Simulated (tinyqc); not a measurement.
# ESD clamp with bipolar snapback, compact model and design window: failure current against pulse length

The drain junction multiplies the current that enters it: Igen = (M - 1)(Ic + I0), M = 1/(1 - (Vj/BV)^n). The generated holes leave through the substrate resistance and the base of the parasitic npn: Igen = Vb/Rb + Ic/be, Ic = Is exp(Vb/Vt). Terminal current I = Ic + I0 + Igen and voltage V = Vj + I Ro, per width. Isothermal, constant gain.

Power to failure goes as 1/t for pulses shorter than ta = 16 ns (adiabatic) and as 1/sqrt(t) beyond: Pf = P100 sqrt(100 ns/t) for t > ta and Pf(ta) ta/t below, with P100 = Vt2 It2 at 100 ns. The failure current solves V I = Pf on the curve (I(Vb), V(Vb)). For given Vb: Ic, Igen, M = 1 + Igen/(Ic + I0), Vj = BV (1 - 1/M)^(1/n), I and V. Vt1 is the maximum of V along the curve, Vh the following minimum, Vt2 the voltage at I = It2.

Values chosen for this exercise; values close to those of grounded-gate n-channel clamps:

| symbol | value | unit | meaning |
|---|---|---|---|
| T | 300 | K | temperature |
| BV | 6.6 | V | junction breakdown voltage |
| n | 4.3 |  | exponent of the multiplication |
| be | 9.4 |  | current gain of the parasitic npn |
| Is | 5.4e-18 | A/um | saturation current |
| I0 | 5.4e-11 | A/um | junction leakage |
| Rb | 11000 | ohm um | substrate resistance |
| Ro | 380 | ohm um | drain ballast and contact resistance |
| It2 | 6.5 | mA/um | failure current for 100 ns |

Constants: q = 1.602176634e-19 C, kB = 1.380649e-23 J/K, Vt = kB T/q. Results are converted to the units shown.

Failure current against pulse length:
```
t (ns)  Pf (mW/um)  failure current (mA/um)  V at failure (V)  energy (nJ/um)
1             1664                    61.31             27.14           1.664
2            831.8                    42.00             19.81           1.664
5            332.7                    24.95             13.34           1.664
10           166.4                    16.44             10.12           1.664
20           93.00                    11.34             8.199           1.860
50           58.82                    8.320             7.070           2.941
100          41.59                    6.500             6.399           4.159
200          29.41                    5.017             5.862           5.882
500          18.60                    3.489             5.332           9.300
```

What does the table show?

The failure current falls from 61.3 to 3.49 mA/um, as t^(-0.55) at the start and t^(-0.40) at the end, more slowly than the power since V rises with I. The voltage at failure falls from 27.1 to 5.33 V.

Computed by the program tinyqc: `OMP_NUM_THREADS=1 python tinyqc.py 2670128 2670129 out.jsonl`, one thread of a shared Intel Xeon 2.30GHz, about 0.02 s for the whole run.
